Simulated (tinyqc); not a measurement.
What moves the results: interband optics of a two-band s-p chain from momentum matrix elements. A value that a table varies takes the place of the one given here.

H(k) = [[Es - 2 ts cos ka, 2i V sin ka], [-2i V sin ka, Ep_ + 2 tp cos ka]] in the basis s, p; the lower band is full, with two electrons a cell. The velocity operator times hbar is W = dH/dk (eV angstrom); intra-atomic dipoles are left out.

With w(k) = |<c|W|v>|^2 and D(k) = Ec - Ev, on the mesh k_j = (j + 1/2)/N (2 pi/a): eps(E) = 1 + (8 pi e2/(a Ar)) mean_j (w/D^2) [1/(D - E - i eta) + 1/(D + E + i eta)], e2 = e^2/(4 pi eps0); light polarised along the chains, no local fields.

Constants: e^2/(4 pi eps0) = 14.39964547 eV angstrom; hbar^2/2m0 = 3.80998211 eV angstrom^2.

Parameters, chosen for this exercise: a = 4.24 angstrom (period); Es = 3 eV (upper orbital (s)); Ep_ = -3.17 eV (lower orbital (p)); ts = 0.54 eV (s-s hopping); tp = 0.39 eV (p-p hopping); V = 1.27 eV (s-p hopping); Ar = 6.7 angstrom^2 (cross-section per chain); eta = 0.15 eV (Lorentzian half width); E = 3.86 eV (photon energy).

## Joint density of states against eps2

Mesh of 2000 points. J(E) = mean of (eta/pi)/((E - D)^2 + eta^2). The fourth column is J times the constant (8 pi^2 e2/(a Ar)) mean(w/D^2). R = |(sqrt(eps) - 1)/(sqrt(eps) + 1)|^2.

Spectrum:
```
E (eV),J (1/eV),eps2,eps2 with constant element,eps1,R
3.71,0.015,2.399,0.792,16.369,0.368
4.19,0.084,17.635,4.484,28.920,0.514
4.66,0.142,23.099,7.580,-5.972,0.612
5.14,0.111,10.244,5.913,-6.850,0.602
5.62,0.103,5.176,5.474,-4.617,0.573
6.09,0.103,2.775,5.509,-2.329,0.484
6.57,0.111,1.572,5.926,0.035,0.179
7.05,0.130,1.260,6.934,2.872,0.088
7.52,0.181,2.550,9.611,7.582,0.234
8.00,0.559,22.539,29.772,14.534,0.507
8.48,0.323,10.051,17.211,-16.828,0.795
8.95,0.050,1.634,2.638,-8.186,0.885
```

Transitions span 4.310 to 8.353 eV. Among the energies listed J peaks at 8.00 eV and eps2 at 4.66 eV. The ratio of eps2 to the constant-element value is 3.05 at 4.66 eV and 0.76 at 8.00 eV: w/D^2 is 6.244 angstrom^2 at the zone centre and 1.799 at the edge.

## Mesh against broadening

eps2 at E for three widths, and eps(0) at eta = 0; the last row is the mesh of 2000 points.

Convergence:
```
N,eta = 0.03 eV,eta = 0.1 eV,eta = 0.3 eV,eps(0)
4,0.029,0.096,0.284,3.6026
8,0.300,0.990,2.755,6.5596
16,0.723,2.353,5.845,7.1221
32,0.805,2.601,6.197,7.1277
64,0.806,2.604,6.197,7.1277
128,0.806,2.604,6.197,7.1277
2000,0.806,2.604,6.197,7.1277
```

The first N from which eps2 stays within 2 % of the last row is 32 for eta = 0.03, 32 for 0.1 and 32 for 0.3 eV; for eps(0) and 0.1 % it is 16. E lies outside the range of transitions, so eps2 is only the tail of the broadening and grows with eta.

## Static constant against the gap

Es takes the values listed; mesh of 400 points; the Penn-type estimate is 1 + 8 pi c e2 n_eff/(a Ar Dm^2) with Dm the f-weighted mean of D, f = w/(c D), n_eff = 2 mean(f), c = hbar^2/2m0.

Results:
```
Es (eV),smallest D (eV),Dm (eV),n_eff,eps(0),estimate
2.70,4.010,6.170,4.321,8.157,6.509
3.00,4.310,6.462,4.169,7.128,5.846
3.50,4.810,6.949,3.936,5.822,4.956
4.00,5.310,7.437,3.725,4.871,4.268
5.00,6.310,8.415,3.357,3.614,3.301
6.00,7.310,9.395,3.050,2.853,2.677
8.00,9.310,11.363,2.569,2.031,1.966
```

eps(0) - 1 falls from 7.157 to 1.031, as Dm^-3.17; a fixed n_eff would give the power -2, and n_eff goes from 4.321 to 2.569. The single-gap estimate is low by 23.0 % of eps(0) - 1 in the first row and 6.4 % in the last, since 1/D^2 favours the smallest separations. n_eff need not equal the 2 electrons of the cell: a two-orbital basis with chosen hoppings does not obey the free-electron sum rule.

## What moves the optical response

Mesh of 400 points; n_eff = 2 mean(w/(c D)), c = hbar^2/2m0. Each row changes one parameter from the base and keeps the others.

Results:
```
case,smallest D (eV),largest D (eV),n_eff,eps(0)
base,4.310,8.353,4.169,7.128
a = 4.452 angstrom,4.310,8.353,4.597,7.434
Es = 3.3 eV,4.610,8.611,4.027,6.293
ts = 0.648 eV,4.094,8.456,4.203,7.592
V = 1.397 eV,4.310,8.604,4.874,8.058
Ar = 7.37 angstrom^2,4.310,8.353,4.169,6.571
```

The largest shifts from the base row, up to three for each result and ties (the steps differ in size, so this ranks the rows, not the parameters). smallest D (eV): Es +0.300, ts -0.216; unchanged at the printed digits by a, V and Ar. largest D (eV): Es +0.258, V +0.252, ts +0.103; unchanged at the printed digits by a and Ar. n_eff: V +0.704, a +0.427, Es -0.143; unchanged at the printed digits by Ar. eps(0): V +0.930, Es -0.835, Ar -0.557.

Run: tinyqc, `OMP_NUM_THREADS=1 python tinyqc.py 1681813 1681814 out.jsonl`; Intel(R) Xeon(R) Processor @ 2.30GHz, one thread, shared host; about 0.01 s of CPU time with all checks.
